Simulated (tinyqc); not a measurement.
Inside a calculation. Model: formation energy of a charged point defect from supercell energies. Computed by tinyqc, a small Python program that keeps every step. Command: `OMP_NUM_THREADS=1 python tinyqc.py 3029036 3029037 out.jsonl formation walk`. One thread of a shared host (Intel(R) Xeon(R) Processor @ 2.30GHz), about 0.01 s of CPU time with the checks. Intermediate numbers are printed to about 6 digits and carried at full precision; extremes and crossings named in words are read from the listed rows.

The host is a compound AB. Making the defect adds n_A = 0, n_B = -1 atoms to the cell. All total energies are inputs. E_F is counted from the valence-band maximum (VBM); x = 0 is A-rich and x = 1 B-rich growth.

Inputs (values chosen for the exercise, with gap and screening modelled on ZnO):
```
quantity                       value      unit
gap E_g                         3.32        eV
E_VBM of the host cell         1.814        eV
potential alignment dV          0.11        eV
dielectric constant eps         8.09         -
cell length L                   12.8  angstrom
mu_B of the pure element      -3.783        eV
formation enthalpy dH of AB    -1.88        eV
growth condition x              0.73         -
Fermi level E_F                 2.45        eV
temperature T                    600         K
site density N_s             4.2e+22     cm^-3
```

Defect: vacancy of B. Supercell lattice: bcc.

charge states q: 0  -1  -2

E(defect, q) - E(host), in the order of q (eV): 7.032  11.452  13.387

Constants: e^2/(4 pi eps_0) = 14.39964548 eV angstrom; k_B = 8.617333262e-05 eV/K.

## Chemical potentials

dmu_A = x dH and dmu_B = (1 - x) dH, so that dmu_A + dmu_B = dH; mu = mu(element) + dmu. The reservoir term is sum n_i mu_i.

dmu_A = -1.3724 eV

dmu_B = -0.5076 eV

sum n_i mu_i = 4.2906 eV

## Image-charge corrections

Image-charge correction of a point charge in a neutralising background: E_corr = q^2 alpha e^2/(4 pi eps_0) / (2 eps L), alpha = 2.888462 for a bcc array with L the cube root of the volume.

E_corr (eV): (q=0) 0.000000, (q=-1) 0.200831, (q=-2) 0.803323

## Formation energies at E_F = 0

E_f(q, E_F) = [E(defect, q) - E(host)] - sum n_i mu_i + q (E_VBM + dV + E_F) + E_corr(q).

E_f(q, 0) (eV): (q=0) 2.74140, (q=-1) 5.43823, (q=-2) 6.05172

## Transition levels and the lower envelope

eps(q/q') = [E_f(q', 0) - E_f(q, 0)]/(q - q'). U of state q is eps(q/q-1) - eps(q+1/q). The stable state at each E_F is the lowest line E_f(q, 0) + q E_F.

One-electron levels above the VBM (eV):
```
level     energy  U of the state between this level and the next
(0/-1)   2.69683                                        -2.08334
(-1/-2)  0.61349                                               -
```

Stable states:
```
q   from E_F (eV)  to E_F (eV)
0         0.00000      1.65516
-2        1.65516      3.32000
```

Stable in the gap, from the VBM up: 0, -2. State -1 is never the lowest: its U is negative, so two such centres gain by exchanging an electron.

## The first and the last level

eps(q/q-1) = E_f(q - 1, 0) - E_f(q, 0).

level (0/-1) = 2.69683 eV

level (-1/-2) = 0.613492 eV

Caution: the one-electron levels are out of order (negative U): at least one middle charge state is skipped, and the transition past it moves two or more electrons at once.

## Concentrations at the given E_F and T

E_f(q, E_F) = E_f(q, 0) + q E_F. c_q = N_s exp(-E_f(q, E_F)/k_B T), with all degeneracy factors one and no vibrational entropy.

Charge states:
```
q   E_f (eV)  c_q (cm^-3)        share
0    2.74140  3.94914e-01  4.43912e-14
-1   2.98823  3.33593e-03  3.74983e-16
-2   1.15172  8.89622e+12  1.00000e+00
```

lowest formation energy = 1.15172 eV

total concentration = 8.89622e+12 cm^-3

mean charge = -2 e

State -2 holds 100.0 % of the defects.

## Fermi level and growth conditions

Each entry is the lowest E_f over q.

Lowest formation energy (eV):
```
E_F (eV)  stable q  A-rich, x = 0   x = 0.5  B-rich, x = 1
0.000            0        1.36900   2.30900        3.24900
0.415            0        1.36900   2.30900        3.24900
0.830            0        1.36900   2.30900        3.24900
1.245            0        1.36900   2.30900        3.24900
1.660           -2        1.35932   2.29932        3.23932
2.075           -2        0.52932   1.46932        2.40932
2.490           -2       -0.30068   0.63932        1.57932
2.905           -2       -1.13068  -0.19068        0.74932
3.320           -2       -1.96068  -1.02068       -0.08068
```

Going from A-rich to B-rich growth shifts every line by +1.880 eV and moves no transition level. The slope of the envelope is the stable charge, so E_f is highest in the rows from E_F = 0 to 1.25 eV, where the neutral state is stable: the defect forms most easily in n-type material. Under A-rich growth E_f turns negative for part of the gap, so in equilibrium E_F cannot enter that part. Under B-rich growth E_f turns negative for part of the gap, so in equilibrium E_F cannot enter that part.

## What the corrections do to the levels

Levels eps(q/q-1) with the terms q dV and E_corr left out or kept.

Levels above the VBM (eV):
```
level      raw  with alignment  with image charge  with both
(0/-1)   2.606           2.496            2.80683    2.69683
(-1/-2)  0.121           0.011            0.72349    0.61349
```

Alignment moves every level by -dV = -0.110 eV. The image term moves eps(q/q-1) by (1 - 2q) E_corr(1): (0/-1) by +0.201, (-1/-2) by +0.602 eV, donor levels down and acceptor levels up. It adds 2 E_corr(1) = 0.402 eV to every U.

Checks made by the program: envelope against a direct minimum on a grid (relative difference below 1e-10).
